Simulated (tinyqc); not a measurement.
From overall Si fraction x0 back to silicon available t_Si: thermodynamics of metal silicides: hull, first phase, silicon consumed, nucleation and stability against SiO2. Computed by tinyqc, a small Python program. Command: `OMP_NUM_THREADS=1 python tinyqc.py 3019211 3019212 out.jsonl silphase inv`. One thread of a shared host (Intel(R) Xeon(R) Processor @ 2.30GHz), about 0.01 s of CPU time with the checks.

Entropies of formation of the solids are neglected, so heats stand for free energies. Si fractions: M2Si 0.3333, MSi 0.5000, MSi2 0.6667.

Inputs (values chosen for the exercise, for a model metal):
```
quantity                   value          unit
heat of formation of M2Si  -33.7  kJ/mol atoms
heat of formation of MSi   -44.5  kJ/mol atoms
heat of formation of MSi2  -30.8  kJ/mol atoms
molar volume of M           6.67      cm^3/mol
molar volume of Si         12.06      cm^3/mol
metal thickness t             37            nm
```

Phases: M2Si, MSi, MSi2.

Method. A phase is stable if it lies below every straight line between a phase on its left and one on its right (M and Si at zero). Distance = its heat less the lowest such line, negative for a stable phase. Overall Si fraction x0 = (t_Si/V_Si)/(t_Si/V_Si + t/V_M). In equilibrium the two stable phases that bracket x0 share the atoms by the lever rule.

Problem. A run gave the result below. Find the silicon available t_Si, known to lie between 15 and 39 nm.

overall Si fraction x0 = 0.2433851

Solution.

Each step takes the trial c = (a f_b - b f_a)/(f_b - f_a), f being the result less the target and a, b, c the logarithms of the listed values; c replaces end b, the old b replaces a if the sign of f changed, and otherwise f_a is halved.

Scan of the range:
```
silicon available t_Si (nm)  overall Si fraction x0
15.0                                       0.183151
17.6                                       0.208285
20.6                                       0.235430
24.2                                       0.265643
28.4                                       0.298008
33.3                                       0.332337
39.0                                       0.368274
```

False position (Illinois rule, in the logarithm of the input) inside the bracket:
```
step    end a    end b    trial  overall Si fraction x0
1     20.6000  24.2000  21.4924                0.243149
2     24.2000  21.4924  21.5192                0.243378
3     24.2000  21.5192  21.5208                0.243392
4     21.5192  21.5208  21.5200                0.243385
```

Overall Si fraction x0 rises at every point of a 13-point scan of the range (every second point is shown), so one value fits; it is bracketed by 20.6 and 24.2. Answer: silicon available t_Si = 21.52 nm.
